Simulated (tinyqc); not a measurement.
The 3-omega method: a line heater on a substrate with a thin film: one step, computed by the program tinyqc.

A current at angular frequency omega = 2 pi f heats the line at 2 omega with the amplitude P per length; the temperature swing Delta T at 2 omega gives a voltage at 3 omega. The substrate is taken as semi-infinite and isotropic, and the heat capacity of heater and film is left out.

Task: Temperature swing of the bare substrate. Delta T_s = (P/(pi kappa)) int_0^infinity (sin x/x)^2 / sqrt(x^2 + (q b)^2) dx with (q b)^2 = i |q b|^2, averaged over the heater width (12 Gauss-Legendre points on each of the pieces 0, 14 log-spaced edges from 1e-5 to 1, and multiples of pi to 40 pi; the tail adds 1/(4 (40 pi)^2)). For |q| b much below 1: Delta T_s = (P/(pi kappa)) [-ln(|q| b) + eta - i pi/4], eta = 3/2 - C_E = 0.92278, with Euler's C_E = 0.5772157.

Inputs (values chosen for the exercise, modelled on alumina on gallium nitride): substrate conductivity kappa = 187 W/(m K); substrate heat capacity C = 3.09 1e6 J/(m^3 K); heater half-width b = 4.1 micrometre; power amplitude per length P = 22 W/m; current frequency f = 100 Hz.

|q| b = 0.01868303

Give: in-phase Delta T_s; out-of-phase Delta T_s; in-phase, narrow-line form; out-of-phase, narrow-line form.

Result:

in-phase Delta T_s = 0.18361 K

out-of-phase Delta T_s = -0.029401 K

in-phase, narrow-line form = 0.18361 K

out-of-phase, narrow-line form = -0.029412 K

The narrow-line form misses the in-phase part by 0.00 % and the out-of-phase part by 0.0 % at |q| b = 0.019. Caution: the penetration depth exceeds a fifth of the substrate thickness, so the back face is felt and the semi-infinite formula fails.
